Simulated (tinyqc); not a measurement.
## Trap density from one capacitance

Problem. Traps spread evenly through the insulator exchange electrons with the semiconductor by tunnelling, with tau(x) = t0 exp(2 ka x) at depth x from the interface. The admittance per area Y seen at depth x obeys dY/dx = -Y^2/(i w eps0 eox) + q Nb ln(1 + i w tau)/tau, with Y(0) = i w Cs and w = 2 pi f; the gate sees Y(tox) = G + i w C. Working variable y = Y/(i w), in uF/cm^2. Cox = eps0 eox/tox. Find Nb and G/w.

Inputs (values chosen for the exercise):

| symbol | value | unit | meaning |
|---|---|---|---|
| eox | 8.79 |  | relative permittivity of the insulator |
| tox | 5.1 | nm | insulator thickness |
| Cs | 0.8 | uF/cm^2 | semiconductor capacitance in accumulation |
| ka | 3.8 | 1/nm | decay constant of the wave function in the insulator |
| t0 | 4e-10 | s | time constant of a trap at the interface |
| f | 1000 | Hz | frequency |

Constants: q = 1.602176634e-19 C, eps0 = 8.8541878128e-14 F/cm where lengths are in cm. Results are converted to the units shown.

C = 1.2886279 uF/cm^2

Solution. C rises steadily with Nb, so one density matches; in practice ka and t0 must come from the frequency dependence.

Nb = 1.000e20 cm^-3 eV^-1
G/w = 0.07098 uF/cm^2

Numbers from tinyqc (`OMP_NUM_THREADS=1 python tinyqc.py 2202151 2202152 out.jsonl`; about 0.4 s on one thread of a shared Intel Xeon 2.30GHz).
